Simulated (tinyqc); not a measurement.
What moves the results: polar nitride quantum well with polarisation fields. A value that a table varies takes the place of the one given here.

Growth along [0001]. e_par = (a_sub - a)/a, Ppz = 2 e_par (e31 - e33 C13/C33), P = Psp + Ppz in each layer; strain relaxation and the strain shift of the gaps are left out, although thick layers with more than about 1 % mismatch would relax.

In a periodic stack without free charge the potential drop over a period vanishes: F_w = (P_b - P_w) Lb/(eps0 (eps_w Lb + eps_b Lw)), F_b = -F_w Lw/Lb, eps0 = 8.8541878e-12 F/m; 1 MV/cm = 1e8 V/m = 0.01 V/angstrom.

Envelope functions on cells of 0.25 angstrom over barrier, well, barrier (widths Lb, Lw, Lb), psi = 0 beyond, psi'/m continuous (mean mass between points), c = hbar^2/2m0. With u(z) the integral of e F (F_w in the well, F_b = -F_w Lw/Lb in the barriers, 1 MV/cm = 0.01 V/angstrom), zero at the centre of the well, the electron sees u plus Vc in the barriers and the hole -u plus Vv. The transition is Eg + E_e + E_h; excitons are left out.

Constants: hbar^2/2m0 = 3.80998211 eV angstrom^2; hc = 1239.841984 eV nm.

Parameters, chosen for this exercise (near those of an InGaN well in GaN; the results hold for these values, not for the real material):
- a_w = 3.274 angstrom (lattice constant a, well)
- a_b = 3.189 angstrom (lattice constant a, barrier)
- a_sub = 3.189 angstrom (in-plane lattice constant of the stack)
- Psp_w = -0.0292 C/m^2 (spontaneous polarisation)
- Psp_b = -0.035 C/m^2 (spontaneous polarisation)
- e31_w = -0.343 C/m^2
- e31_b = -0.349 C/m^2
- e33_w = 0.694 C/m^2
- e33_b = 0.7 C/m^2
- C_w = 0.283 (C13/C33)
- C_b = 0.27 (C13/C33)
- eps_w = 11.1 (dielectric constant)
- eps_b = 10.1 (dielectric constant)
- Lb = 80 angstrom (barrier width)
- Eg = 2.525 eV (gap of the well)
- Vc = 0.622 eV (conduction offset)
- Vv = 0.293 eV (valence offset)
- me = 0.169 m0 (electron, well)
- meb = 0.2 m0 (electron, barrier)
- mh = 1.82 m0 (hole, everywhere)
- Ls = (10, 14, 20, 28, 38, 50) angstrom (well widths)
- Lw = 33 angstrom (well width)

## Width of the well

Field, levels and overlap anew for each width.

Results:

| Lw (angstrom) | F_w (MV/cm) | E (eV) | E without field (eV) | overlap^2 | ln overlap^2 |
|---|---|---|---|---|---|
| 10 | -3.089 | 2.9313 | 2.9827 | 0.651 | -0.43 |
| 14 | -2.967 | 2.7725 | 2.8635 | 0.524 | -0.65 |
| 20 | -2.802 | 2.5853 | 2.7535 | 0.280 | -1.27 |
| 28 | -2.609 | 2.3863 | 2.6731 | 0.0819 | -2.50 |
| 38 | -2.402 | 2.1800 | 2.6205 | 0.0106 | -4.54 |
| 50 | -2.193 | 1.9713 | 2.5874 | 0.000532 | -7.54 |

How do the results move?

The red shift grows from 51 to 616 meV. The line drops below Eg between 20 and 28 angstrom, which a square well can never do. Over the last two rows dE/dLw = -17.4 meV per angstrom, against -|e F_w| = -21.9 in the last row; the field itself weakens by 29 % over the table, since a wider well shares the drop with the barrier. The overlap falls by a factor 1.23e+03.

## Screening the field

F_w = -2.5011 MV/cm

Carriers or a semipolar orientation reduce the field; here it is simply scaled in well and barrier.

Results:

| share of the field | F_w (MV/cm) | E (eV) | nm | overlap^2 | separation (angstrom) |
|---|---|---|---|---|---|
| 1.0 | -2.501 | 2.2787 | 544.1 | 0.031 | 22.0 |
| 0.8 | -2.001 | 2.3798 | 521.0 | 0.063 | 20.2 |
| 0.6 | -1.501 | 2.4719 | 501.6 | 0.13 | 17.9 |
| 0.4 | -1.000 | 2.5518 | 485.9 | 0.27 | 14.8 |
| 0.2 | -0.500 | 2.6139 | 474.3 | 0.57 | 10.2 |
| 0.0 | 0.000 | 2.6426 | 469.2 | 0.97 | 0.0 |

What does this show?

Full screening shifts the line by -74.9 nm (+364 meV). The first fifth of the screening gives 101 meV and the last fifth 29 meV; a purely quadratic shift would give a ratio of 9, a linear one 1, and here it is 3.5.

## What each parameter does

Polarisation, field, levels and overlap anew. Each row changes one parameter from the base and keeps the others.

Results:

| case | F_w (MV/cm) | E (eV) | overlap^2 | red shift (meV) |
|---|---|---|---|---|
| base | -2.501 | 2.2787 | 0.031 | 364 |
| Lw = 38 angstrom | -2.402 | 2.1800 | 0.011 | 441 |
| Lb = 105 angstrom | -2.675 | 2.2397 | 0.024 | 403 |
| a_sub = 3.179 angstrom | -2.495 | 2.2799 | 0.032 | 363 |
| Psp_b = -0.0385 C/m^2 | -2.760 | 2.2236 | 0.022 | 419 |
| e33_w = 0.763 C/m^2 | -2.576 | 2.2629 | 0.028 | 380 |
| eps_w = 12.2 | -2.333 | 2.3135 | 0.040 | 329 |
| mh = 1.27 m0 | -2.501 | 2.2968 | 0.041 | 351 |
| Vc = 0.529 eV | -2.501 | 2.2643 | 0.027 | 373 |

What can be read from the table?

The largest shifts from the base row, up to three for each result and ties (the steps differ in size, so this ranks the rows, not the parameters). F_w (MV/cm): Psp_b -0.259, Lb -0.174, eps_w +0.168; unchanged at the printed digits by mh and Vc. E (eV): Lw -0.0988, Psp_b -0.0551, Lb -0.0390. overlap^2: Lw -0.0208, mh +0.00934, Psp_b -0.00931. red shift (meV): Lw +77, Psp_b +55, Lb +39.

Program tinyqc; command `OMP_NUM_THREADS=1 python tinyqc.py 1251356 1251357 out.jsonl`; about 0.07 s on one thread of a shared Intel(R) Xeon(R) Processor @ 2.30GHz.
